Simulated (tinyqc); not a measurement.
Inversion-layer mobility, back-scattering and ballistic limit of a field-effect transistor: one step, computed by the program tinyqc.

The charge at the top of the source barrier is fixed by the gate; series resistance and short-channel effects are left out. F_j are Fermi integrals normalised to exp(eta) in the classical limit.

Problem. Ballistic limit. F_j(eta) = (1/Gamma(j + 1)) int_0^infinity x^j/(1 + exp(x - eta)) dx, F_0 = ln(1 + exp(eta)). Integrals over x = E/(k_B T) use 160 Gauss-Legendre points in u = sqrt(x) from 0 to sqrt(max(eta, 0) + 32). Ballistic channel: N_2D = g_v m k_B T/(pi hbar^2), U = e V_D/(k_B T); eta_F solves N_inv = (N_2D/2)[F_0(eta_F) + F_0(eta_F - U)]; v_T = sqrt(2 k_B T/(pi m)); I/W = e (N_2D/2) v_T [F_1/2(eta_F) - F_1/2(eta_F - U)]; injection velocity v_T F_1/2(eta_F)/F_0(eta_F).

Inputs (values chosen for the exercise, modelled on an InGaAs n-channel): transport mass m = 0.045 m_0; valley degeneracy g_v = 1; drain voltage V_D = 0.89 V; temperature T = 300 K.

Statistics at the top of the barrier: Fermi-Dirac.

inversion density N_inv = 1.508693e+12 1/cm^2

Constants: m_0 = 9.1093837015e-31 kg; k_B = 1.380649e-23 J/K; hbar = 1.054571817e-34 J s; k_B = 8.617333262e-05 eV/K; e = 1.602176634e-19 C.

Give: N_2D; eta_F; thermal velocity v_T; injection velocity; ballistic current I/W.

Solution.

N_2D = 4.8596e+11 1/cm^2

eta_F = 6.2071

thermal velocity v_T = 2.5362 1e7 cm/s

injection velocity = 4.9084 1e7 cm/s

ballistic current I/W = 1186.5 microampere/micrometre

Degeneracy raises the injection velocity by a factor 1.94. Caution: the Fermi level lies so high that further subbands and non-parabolicity matter.
